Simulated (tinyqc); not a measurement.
What moves the results: periodic multilayer mirror for extreme ultraviolet light. A value that a table varies takes the place of the one given here.

s polarisation, vacuum above. q_j = sqrt(N_j^2 - sin^2 theta); interface r_jk = (q_j - q_k)/(q_j + q_k) exp(-2 (2 pi/lam)^2 q_j q_k sg^2) (Nevot-Croce; sg = 0 if not given); phase factor of a layer x_j = exp(4 pi i q_j d_j/lam). Each period has the spacer (thickness (1 - Gm) L) on top of the absorber (Gm L). In this recursion R is the amplitude; R in tables and results is the reflectance, its squared modulus. The substrate is of the spacer material. Starting with R = 0 in it, each interface upward gives R -> (r + R x)/(1 + r R x), x that of the layer below the interface (1 for the substrate).

Values chosen for the exercise (optical constants near those of Mo and Si at 13.5 nm; the results hold for these values, not for the real material): lam = 13.5 nm (wavelength); dA = (0.0774, 0.00612) (delta and beta of the absorber, N = 1 - delta + i beta); dS = (0.001, 0.00185) (delta and beta of the spacer and the substrate); L = 7.02 nm (period); Gm = 0.45 (absorber share of the period); theta = 3 degrees (angle from the normal); sg = 0.4 nm (interface roughness); Np = 60 (periods).

## Number of periods

The last column sets both beta to zero.

Reflectance:
```
periods,R,R without absorption
5,0.109,0.122
10,0.315,0.389
15,0.487,0.638
20,0.594,0.806
30,0.679,0.951
40,0.699,0.988
50,0.704,0.997
60,0.705,0.999
80,0.705,1.000
100,0.705,1.000
```

What can be read from the table?

R reaches 0.699 at 40 periods and 0.705 at 100; it stays within 0.01 of the last value from 40 periods on. Without absorption the last value is 1.000: absorption, not the count of layers, caps the mirror, and the roughness, which weakens each reflection, lowers that cap further.

## Wavelength

The optical constants are held fixed.

Reflectance:
```
lam (nm),R
12.9,0.082
13.0,0.081
13.1,0.188
13.2,0.339
13.3,0.562
13.4,0.659
13.5,0.705
13.6,0.726
13.7,0.721
13.8,0.653
13.9,0.261
14.0,0.215
14.1,0.055
14.2,0.103
14.3,0.029
```

How do the results move?

The largest value listed is 0.726 at 13.6 nm, against lam_B = 2 L Re(mean q) = 13.523 nm; the peak lies on the long side, where the nodes of the standing wave fall in the absorber. R exceeds half of that from 13.3 to 13.8 nm of the wavelengths listed, at least 3.7 % of the wavelength; a chain of ten mirrors narrows it, since R^10 falls to half where R has lost only 7 %.

## Absorber share

For each Gm the period is set so that lam_B = 2 L Re(mean q) equals lam - 0.09 nm.

Results:
```
Gm,L (nm),R
0.15,6.799,0.546
0.20,6.826,0.646
0.25,6.852,0.694
0.30,6.879,0.718
0.35,6.906,0.728
0.40,6.934,0.730
0.45,6.961,0.727
0.50,6.989,0.717
0.60,7.045,0.681
0.70,7.102,0.609
```

How do the results move?

The largest value listed is 0.730 at 0.4. The contrast of a period goes as sin(pi Gm) and is largest at 0.5, while the loss grows with Gm; R is 0.717 at 0.5, 0.718 at 0.3 and 0.609 at 0.7. Absorption pulls the best share below 0.5.

## Angle of incidence

Results:
```
theta (degrees),lam_B (nm),R
0,13.543,0.698
2,13.534,0.701
4,13.508,0.710
6,13.463,0.720
8,13.401,0.727
10,13.322,0.722
12,13.224,0.663
14,13.110,0.247
16,12.978,0.138
18,12.828,0.110
20,12.662,0.065
```

What does this show, and why?

lam_B = 2 L Re(mean q) falls with the angle, from 13.543 to 12.662 nm; the largest value listed is 0.727 at 8 degrees. R stays above 90 % of that value at 0, 2, 4, 6, 8, 10 and 12 degrees, which bounds the cone of light that a mask or mirror with this period accepts.

## Tolerances

R of the mirror, and R^10 for a chain of ten such mirrors. Each row changes one parameter from the base and keeps the others.

Results:
```
case,R,R^10
base,0.7050,0.0303
L = 7.06 nm,0.6728,0.0190
Gm = 0.49,0.7095,0.0323
theta = 5 degrees,0.7148,0.0348
sg = 0.6 nm,0.6849,0.0227
"dA = (0.0774, 0.00734)",0.6710,0.0185
lam = 13.55 nm,0.7181,0.0365
```

How do the results move?

The largest shifts from the base row, up to three for each result and ties (the steps differ in size, so this ranks the rows, not the parameters). R: dA -0.0340, L -0.0321, sg -0.0201. R^10: dA -0.0118, L -0.0113, sg -0.00762.

Computed by tinyqc, a small Python program: `OMP_NUM_THREADS=1 python tinyqc.py 1681909 1681910 out.jsonl` (the numbers bound the seed that draws the inputs); one thread of a shared host (Intel(R) Xeon(R) Processor @ 2.30GHz), about 0.01 s for the whole set of steps.
